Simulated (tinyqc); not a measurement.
## p-n diode, drift-diffusion by the Gummel loop with Scharfetter-Gummel fluxes: effect of the SRH lifetime of electrons at fixed bias

Abrupt junction at x = 0, p side from -Lp, n side to Ln, ohmic contacts. psi is counted from the intrinsic level; n = ni exp((psi - phin)/Vt), p = ni exp((phip - psi)/Vt). Contacts: p side psi = V - Vt ln(Na/ni), p = Na, n = ni^2/Na; n side psi = Vt ln(Nd/ni), n = Nd, p = ni^2/Nd. Constant mobilities, D = mu Vt, Boltzmann statistics, SRH recombination through a mid-gap level, U = (n p - ni^2)/(tp (n + ni) + tn (p + ni)). Current is positive from the p contact to the n contact.

ni = sqrt(Nc Nv) exp(-Eg/(2 Vt)), Eg in volts. Poisson and both continuity equations are solved self-consistently with Scharfetter-Gummel fluxes on a graded mesh of 500 nodes. J_scr is q times the integral of U between -xp and xn. Ideal diffusion current J_id = q ni^2 [Dn coth(wp/Le)/(Le Na) + Dp coth(wn/Lh)/(Lh Nd)] (exp(V/Vt) - 1), Le = sqrt(Dn tn), Lh = sqrt(Dp tp), wp = Lp - xp, wn = Ln - xn, with xp and xn from the depletion approximation (W = sqrt(2 eps0 eps_r (Vbi - V)(1/Na + 1/Nd)/q), xp = W Nd/(Na + Nd), xn = W Na/(Na + Nd), Vbi = Vt ln(Na Nd/ni^2)). Ideality factor = 0.004 V/(Vt ln[J(V + 0.004 V)/J(V)]).

Values chosen for this exercise; band and dielectric values close to those of silicon:
- T = 275 K (temperature)
- Eg = 1.1 eV (band gap)
- eps_r = 11.6 (relative permittivity)
- Nc = 2.47e19 cm^-3 (conduction-band density of states at T)
- Nv = 2.36e19 cm^-3 (valence-band density of states at T)
- Na = 1.8e16 cm^-3 (acceptor density of the p side)
- Nd = 4.7e15 cm^-3 (donor density of the n side)
- mun = 1100 cm^2/(V s) (electron mobility)
- mup = 390 cm^2/(V s) (hole mobility)
- tp = 3e-9 s (SRH lifetime of holes)
- Lp = 2.2 um (length of the p side)
- Ln = 4.7 um (length of the n side)
- G = 0 cm^-3 s^-1 (uniform generation rate)
- V = 0.46 V (bias of the p contact)

Constants: q = 1.602176634e-19 C, kB = 1.380649e-23 J/K, Vt = kB T/q, eps0 = 8.8541878128e-14 F/cm where lengths are in cm. Results are converted to the units shown.

Result of one run:
```
J (A/cm^2),ideality factor,J_scr/J (%),J_id (A/cm^2),share recombining at the contacts (%),larger minority/doping at -xp and xn
0.0342,1.54,79.4,0.00703,1.25,7.23e-5
```

Which SRH lifetime of electrons tn gave this result: 1e-11, 1e-10, 1e-9, 1e-8 or 1e-7 s?

tn = 1e-10 s.

The whole series:
```
tn (s),J (A/cm^2),ideality factor,J_scr/J (%),J_id (A/cm^2),share recombining at the contacts (%),larger minority/doping at -xp and xn
1e-11,0.0979,1.57,82.6,0.0177,0.285,7.22e-5
1e-10,0.0342,1.54,79.4,0.00703,1.25,7.23e-5
1e-9,0.0135,1.44,71.3,0.00388,8.66,7.24e-5
1e-8,0.00691,1.27,51.9,0.00333,20.6,7.24e-5
1e-7,0.00465,1.13,30.0,0.00327,31.3,7.24e-5
1e-6,0.00378,1.07,14.3,0.00326,38.5,7.25e-5
1e-5,0.00332,1.07,5.20,0.00326,44.3,7.26e-5
```

As tn rises from 1e-11 to 1e-5, J falls from 0.0979 to 0.00332 A/cm^2, the share of the depleted layer falls from 82.6 to 5.20 % and the share lost at the contacts rises from 0.285 to 44.3 %. The exponent d ln J/d ln tn is -0.46 between the first two rows and -0.06 between the last two. J less J_scr is 3.5 % below J_id in the last row.

Numbers from tinyqc (`OMP_NUM_THREADS=1 python tinyqc.py 2240131 2240132 out.jsonl`; about 0.2 s on one thread of a shared Intel Xeon 2.30GHz).
